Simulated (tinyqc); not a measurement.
Ellipsometry and reflectance of a transparent film on an absorbing substrate: two steps of the calculation.

Air (index 1), film, substrate with N2 = n2 - i k2; time factor exp(+i w t). q_j = sqrt(N_j^2 - sin^2 th), root with positive real part. Fresnel coefficients r_s = (q_a - q_b)/(q_a + q_b), r_p = (N_b^2 q_a - N_a^2 q_b)/(N_b^2 q_a + N_a^2 q_b). tan(Psi) exp(i Delta) = R_p/R_s, Delta taken from 0 to 360 degrees.

Parameters, values chosen for the exercise; indices close to those of aluminium oxide on silicon: wavelength lam = 546.1 nm; angle of incidence th = 65 degrees; index of the transparent film n1 = 1.669; film thickness d = 5.6 nm; index of the substrate n2 = 4.086; extinction coefficient of the substrate k2 = 0.031.

Problem 1. Interface coefficients and thickness period. q0, q1, q2 and the coefficients r01 and r12 for p and s; the results repeat in d with the period lam/(2 q1).

Wanted: q0; q1; q2; r01,p; r01,s; r12,p; r12,s; period.

Solution 1.

q0 = 0.42262
q1 = 1.4015
q2 = 3.9842-0.0318i
r01,p = -0.086965
r01,s = -0.53663
r12,p = 0.35657-0.00314i
r12,s = -0.47957+0.00307i
period = 194.83 nm

Problem 2. Psi, Delta and reflectances. beta = 2 pi d q1/lam, X = exp(-2 i beta), R = (r01 + r12 X)/(1 + r01 r12 X) for p and s.

q1 = 1.4014875
r01,p = -0.086965183
r01,s = -0.53662965
r12,p = 0.35657367-0.00313977i
r12,s = -0.47957171+0.00307209i

Give: beta; X; R_p; R_s; Psi; Delta; |R_p|^2; |R_s|^2.

Solution 2.

beta = 0.09030 rad
X = 0.9837-0.1796i
R_p = 0.2711-0.0709i
R_s = -0.8060+0.0404i
Psi = 19.15 degrees
Delta = 168.2 degrees
|R_p|^2 = 0.07851
|R_s|^2 = 0.6512

The bare substrate gives Psi = 19.00 and Delta = 179.41 degrees.

tinyqc, about 0.01 s, one thread, Intel Xeon 2.30GHz (shared host): `OMP_NUM_THREADS=1 python tinyqc.py 2870185 2870186 out.jsonl`
